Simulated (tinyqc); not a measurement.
X-ray reflectivity of a thin film on silicon: critical angles, Parratt recursion, fringes and roughness: one step, computed by the program tinyqc.

n = 1 - delta + i beta; the classical electron radius is r_e = 2.8179403e-6 nm. Layer 0 is vacuum, 1 the film, 2 the substrate.

Task: Fringe period, contrast and decay. Far above the critical angle the period is d theta = lambda/(2 d), or 2 pi/d in q; the envelope runs between (|r_01| - |r_12 p|)^2 and (|r_01| + |r_12 p|)^2; contrast = 2 a b/(a^2 + b^2) with a = |r_01|, b = |r_12 p|; roughness factors on the amplitudes are about exp(-q^2 sigma^2/2).

Inputs (values chosen for the exercise, modelled on Al2O3 on silicon, copper K-alpha radiation):
```
quantity                              value  unit
wavelength lambda                   0.15406    nm
film thickness d                       41.8    nm
roughness of the surface sigma_1       0.87    nm
roughness of the interface sigma_2     0.27    nm
```

1000 r_01 = 0.08001573-0.00098911i

1000 r_12 = -0.4295982-0.0148130i

p = -0.3158316-0.9382868i

q = 4 pi sin(theta)/lambda = 3.131218 1/nm

Give: period in theta; period in q; contrast; roughness factor, surface; roughness factor, interface.

Result:

period in theta = 0.1056 degrees

period in q = 0.1503 1/nm

contrast = 0.3632

roughness factor, surface = 0.02446

roughness factor, interface = 0.6995
